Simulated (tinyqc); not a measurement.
## Capacitance shares from swing and barrier lowering

Question. Below threshold the charge is negligible, so the band edge moves as -(aG Vg + aD Vd), aG = CG/CS, aD = CD/CS (CG, CD the capacitances of the barrier top to gate and drain, CS the total), and I goes as exp((aG Vg + aD Vd)/Vt) once Vd is well above Vt. Find aG, aD, CS and CD.

Values chosen for this exercise:
- T = 250 K (temperature)

Constants: q = 1.602176634e-19 C, kB = 1.380649e-23 J/K, Vt = kB T/q. Results are converted to the units shown.

swing = 57.017653 mV/decade
DIBL = 34.482759 mV/V
CG = 9.7396066 uF/cm^2

Answer. The swing is Vt ln 10/aG and the DIBL, -dVg/dVd at fixed current, is aD/aG.

aG = 0.870
aD = 0.0300
CS = 11.2 uF/cm^2
CD = 0.336 uF/cm^2

Computed by the program tinyqc: `OMP_NUM_THREADS=1 python tinyqc.py 2400090 2400091 out.jsonl`, one thread of a shared Intel Xeon 2.30GHz, about 0.01 s for the whole run.
